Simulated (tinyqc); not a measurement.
# Worked calculation: off-state leakage of single and stacked transistors

Computed by the program tinyqc: `OMP_NUM_THREADS=1 python tinyqc.py 2242209 2242210 out.jsonl`, one thread of a shared Intel Xeon 2.30GHz, about 0.04 s for the whole run. Printed values are rounded.

n-channel devices of unit width. Subthreshold current I(Vg, Vs, Vd) = I0 (T/300 K)^0.5 exp[(Vg - Vs - VT(T) - gb (Vs - Vb) + dd (Vd - Vs))/(nf Vt)] (1 - exp(-(Vd - Vs)/Vt)), VT(T) = VT - cT (T - 300 K). Gate-edge tunnelling Ig (Vd/1 V) exp(ag (Vd - 1 V)), for a gate at 0 V, and band-to-band leakage Ab u exp(-Bb/u), u = Vd - Vb + 1 V, flow at a drain held at V; both are taken as independent of T. In a stack of off transistors (all gates at 0 V) the same subthreshold current passes through each.

Values chosen for this exercise; values of the order met in bulk silicon logic transistors:
- T = 358 K (temperature)
- V = 1.1 V (supply voltage)
- VT = 0.36 V (threshold at 300 K, zero drain and body bias)
- cT = 0.5 mV/K (fall of the threshold with temperature)
- I0 = 0.99 uA/um (current at threshold at 300 K)
- nf = 1.17 (slope factor)
- dd = 0.06 (drain-induced lowering per volt)
- gb = 0.2 (rise of the threshold per volt of source-body bias)
- Ig = 0.0007 uA/um (gate-edge tunnelling current at 1 V)
- ag = 4.5 1/V (exponential slope of the gate current)
- Ab = 2 uA/(um V) (prefactor of band-to-band leakage at the drain)
- Bb = 24 V (its exponential voltage)
- Vb = -0.6 V (body voltage)

Constants: q = 1.602176634e-19 C, kB = 1.380649e-23 J/K, Vt = kB T/q. Results are converted to the units shown.

## Leakage of one transistor

Vg = Vs = 0, Vd = V; effective threshold VT(T) - gb Vb - dd V.

effective threshold = 0.385 V
parts (nA/um): subthreshold 0.0252142, gate edge 1.20760, band-to-band 0.744729
total = 1.97754 nA/um
shares (%): subthreshold 1.27503, gate edge 61.0657, band-to-band 37.6593

The gate edge part is the largest.

## Starting value

Vx = dd V/(1 + gb + 2 dd), the solution for Vx well above Vt, rounded to three decimals.

Vx at the start = 0.05 V

## Iteration 1: new Vx

Stack of two, Vx the node between them: I_low = I(0, 0, Vx), I_up = I(0, Vx, V), f = ln(I_up/I_low), f' = -(1 + gb + 2 dd)/(nf Vt) - 1/(Vt (exp(Vx/Vt) - 1)) - 1/(Vt (exp((V - Vx)/Vt) - 1)), Vx(new) = Vx - f/f'.

I_low = 0.00353127 nA/um
I_up = 0.00440171 nA/um
f = 0.220337
f' = -44.5608 1/V
Vx after iteration 1 = 0.0549446 V

## Iteration 2: new Vx

As before.

I_low = 0.00369038 nA/um
I_up = 0.00370389 nA/um
f = 0.00365414
f' = -43.1377 1/V
Vx after iteration 2 = 0.0550294 V

## Iteration 3: new Vx

As before.

I_low = 0.00369295 nA/um
I_up = 0.00369296 nA/um
f = 9.17290e-7
f' = -43.1161 1/V
Vx after iteration 3 = 0.0550294 V

## Course of the iteration

Stop when the step is below 1e-11 V, or after 40 iterations.

Course of the iteration:
```
iteration  Vx before the step (V)  step (V)
1                            0.05   4.94e-3
2                       0.0549446   8.47e-5
3                       0.0550294   2.13e-8
4                       0.0550294  1.33e-15
```

Converged in 4 iterations. The subthreshold current of the stack is 0.003693 nA/um, 6.83 times less than that of one transistor (the drain leakage is unchanged); the estimate exp[dd V (1 + gb + dd)/((1 + gb + 2 dd) nf Vt)] gives 5.73.
